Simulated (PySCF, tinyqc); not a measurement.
CIS on RHF in the sto-3g basis, frozen core, for BeH+, spin multiplicity 1, step by step. The lowest restricted solution is unstable here: a spin-polarised one lies 0.0046 hartree lower (PySCF). One step of it, computed by the program tinyqc.

Problem. CIS matrix, triplets. A(ia,jb) = (e_a - e_i) d_ij d_ab - (ij|ab).

orbital energies (hartree): [-4.993311, -0.653092, -0.252917, -0.124977, -0.124977, 0.114766]

Two-electron integrals over orbitals (pq|rs), unique and non-zero (hartree); the lowest 1 orbital is frozen and left out:
```
(22|22) 0.460145    (32|22) -0.065974   (32|32) 0.061141    (33|22) 0.326265
(33|32) 0.032796    (33|33) 0.429026    (42|42) 0.045481    (43|42) 0.034440
(43|43) 0.048575    (44|22) 0.349262    (44|32) 0.039134    (44|33) 0.383493
(44|44) 0.449859    (52|52) 0.045481    (53|52) 0.034440    (53|53) 0.048575
(54|54) 0.024249    (55|22) 0.349262    (55|32) 0.039134    (55|33) 0.383493
(55|44) 0.401360    (55|55) 0.449859    (62|22) 0.022106    (62|32) -0.055319
(62|33) -0.010636   (62|44) -0.068781   (62|55) -0.068781   (62|62) 0.118172
(63|22) -0.056842   (63|32) 0.056997    (63|33) 0.051619    (63|44) 0.035585
(63|55) 0.035585    (63|62) -0.060330   (63|63) 0.073694    (64|42) -0.025737
(64|43) -0.008135   (64|64) 0.022474    (65|52) -0.025737   (65|53) -0.008135
(65|65) 0.022474    (66|22) 0.466420    (66|32) -0.070066   (66|33) 0.353965
(66|44) 0.352309    (66|55) 0.352309    (66|62) 0.049262    (66|63) -0.060505
(66|66) 0.504001
```

Give: CIS matrix A, triplet.

Solution.

CIS matrix A, triplet (hartree), order 2>3, 2>4, 2>5, 2>6:
```
[[0.0739, 0.0000, 0.0000, 0.0568],
 [0.0000, 0.1789, 0.0000, 0.0000],
 [0.0000, 0.0000, 0.1789, 0.0000],
 [0.0568, 0.0000, 0.0000, 0.3014]]
```
